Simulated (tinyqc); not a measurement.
# Which input was changed?

Model: a particle near a wafer in liquid: double-layer and van der Waals forces (DLVO), deposition barrier and removal. Computed by tinyqc, a small Python program. Command: `OMP_NUM_THREADS=1 python tinyqc.py 3111532 3111533 out.jsonl dlvo which`. One thread of a shared host (Intel(R) Xeon(R) Processor @ 2.30GHz), about 0.03 s of CPU time with the checks.

Sphere and flat wall, Derjaguin approximation, constant potentials in the linear-superposition form, no retardation and no hydration force.

Inputs (values chosen for the exercise, of the order of those for ceria on silica in water):
```
quantity                             value   unit
particle radius R                       34     nm
Hamaker constant A                 1.6e-20      J
potential of the particle psi_1        -47     mV
potential of the wafer psi_2           -64     mV
salt concentration c                 0.013  mol/L
valence z of the symmetric salt          1      -
temperature T                          343      K
dielectric constant of the liquid     63.7      -
contact distance h0                    0.4     nm
contact radius over R                0.082      -
viscosity                             0.57  mPa s
```

Constants: e = 1.602176634e-19 C; N_A = 6.02214076e+23 1/mol; eps_0 = 8.8541878128e-12 F/m; k_B = 1.380649e-23 J/K; k_B = 8.617333262e-05 eV/K.

Method:
- kappa^2 = 2 z^2 e^2 N_A (1000 c)/(eps eps_0 k_B T); gamma_i = tanh(z e psi_i/(4 k_B T)); Z = 64 pi eps eps_0 (k_B T/(z e))^2 gamma_1 gamma_2.
- U(h) = Z R exp(-kappa h) - A R/(6 h); F(h) = -dU/dh = kappa Z R exp(-kappa h) - A R/(6 h^2), positive for repulsion.
- F = 0 reads x^2 exp(-x) = y with x = kappa h and y = A kappa/(6 Z); the left side peaks at x = 2 with 4/e^2 = 0.5413, so roots exist for smaller y: x < 2 is the barrier, x > 2 the secondary minimum.
- The barrier height is zero when U = 0 and F = 0 together: kappa h = 1 and kappa = 6 Z/(e A), e = 2.718282 here; c follows from kappa^2, with the potentials held fixed.
- Adhesion F_a = A R/(6 h0^2) [1 + a^2/(R h0)] - kappa Z R exp(-kappa h0), a the contact radius. Drag in a shear flow F_d = 1.7 x 6 pi mu R^2 G, acting at 1.4 R; rolling starts when 1.4 R F_d = a F_a. Wall shear stress = mu G.

Question. One of these inputs alone was changed, within the range given: particle radius R (17 to 68); potential of the particle psi_1 (-94 to -23.5); salt concentration c (0.0065 to 0.026); contact distance h0 (0.2 to 0.8). Which one, and to what value?

Results:
```
run     barrier height (k_B T)  net adhesion F_a (pN)  critical concentration (mol/L)
before                73.83972               681.7069                       0.5621764
after                 75.61583               693.0417                       0.5621764
```

Answer.

Each candidate set to reproduce barrier height, and what it then gives:
```
candidate                              range searched  value needed  net adhesion F_a (pN)  critical concentration (mol/L)
particle radius R (nm)                       17 to 68         34.82                 706.08                         0.56218
potential of the particle psi_1 (mV)     -94 to -23.5        -47.92                 678.05                         0.58204
salt concentration c (mol/L)          0.0065 to 0.026       0.01140                 693.04                         0.56218
contact distance h0 (nm)                   0.2 to 0.8     no effect                      -                               -
```

Only salt concentration c fits every result: it went from 0.013 to 0.0114 mol/L. The next best candidate, particle radius R, misses one result by 1.9 %.
